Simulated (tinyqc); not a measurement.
Worked calculation: CIS and TDHF on RHF in the sto-3g basis, for H3-, spin multiplicity 1. The basis has no diffuse functions, so it cannot describe the extra electron: this is an exercise in the method, not the real anion. One step of it, computed by the program tinyqc.

Question. CIS matrix, singlets. A(ia,jb) = (e_a - e_i) d_ij d_ab + 2 (ia|jb) - (ij|ab).

orbital energies (hartree): [-0.224877, 0.251127, 1.559119]

Two-electron integrals over orbitals (pq|rs), unique and non-zero (hartree):
```
(11|11) 0.600691    (21|21) 0.162819    (22|11) 0.541670    (22|22) 0.577407
(31|11) 0.087930    (31|22) -0.019672   (31|31) 0.128548    (32|21) -0.133689
(32|32) 0.135961    (33|11) 0.632609    (33|22) 0.570626    (33|31) 0.107207
(33|33) 0.711916
```

Give: CIS matrix A, singlet.

Answer.

CIS matrix A, singlet (hartree), order 1>3, 2>3:
```
[[1.4085, 0.0000],
 [0.0000, 1.0093]]
```
